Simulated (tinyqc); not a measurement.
Free and trapped electrons in a MOS channel with a dense trap tail: one step of the calculation.

p-type body, charge-sheet picture, full ionisation (an idealisation for deep acceptors), Boltzmann statistics for free electrons. e = Ec - EF at the surface. Acceptor-like traps of density D(E) = D0 + De exp(-E/Ew) at depth E below Ec, from 0 to Eu, hold n_t = integral of D(E)/(1 + exp((e - E)/Vt)). psi = Eg - Vt ln(Nv/Na) - e; N_dep = sqrt(2 eps0 eps_r Na (psi - Vt)/q); n_f = sqrt(N_dep^2 + 2 eps0 eps_r Vt Nc exp(-e/Vt)/q) - N_dep; Vg = Vfb + psi + q (N_dep + n_t + n_f)/Cox, Cox = eps0 eox/tox.

Question. Charges and gate voltage. psi, N_dep, n_f and Vg as defined, with the n_t given; free share n_f/(n_f + n_t); apparent mobility mf n_f/(n_f + n_t); gate voltage spent on traps q n_t/Cox.

Parameters, values chosen for the exercise; band and dielectric values close to those of gallium nitride:
- T = 300 K (temperature)
- Eg = 3.4 eV (band gap)
- eps_r = 9.39 (relative permittivity)
- Nc = 2.31e18 cm^-3 (conduction-band density of states at T)
- Nv = 4.52e19 cm^-3 (valence-band density of states at T)
- eox = 3.9 (relative permittivity of the insulator)
- tox = 55 nm (insulator thickness)
- Na = 1.2e17 cm^-3 (acceptor density)
- Vfb = -2.45 V (flat-band voltage without trapped charge)
- mf = 78 cm^2/(V s) (mobility of free electrons)
- e = 0.006 eV (Ec - EF at the surface)

Constants: q = 1.602176634e-19 C, kB = 1.380649e-23 J/K, Vt = kB T/q, eps0 = 8.8541878128e-14 F/cm where lengths are in cm. Results are converted to the units shown.

n_t = 1.1155313e12 cm^-2

Give: psi; N_dep; n_f; Vg; free share; apparent mobility; gate voltage spent on traps.

Answer.

psi = 3.2407 V
N_dep = 2.0009e12 cm^-2
n_f = 1.1924e11 cm^-2
Vg = 9.0478 V
free share = 9.6570 %
apparent mobility = 7.5324 cm^2/(V s)
gate voltage spent on traps = 2.8467 V

Computed by the program tinyqc: `OMP_NUM_THREADS=1 python tinyqc.py 2222199 2222200 out.jsonl`, one thread of a shared Intel Xeon 2.30GHz, about 0.02 s for the whole run.
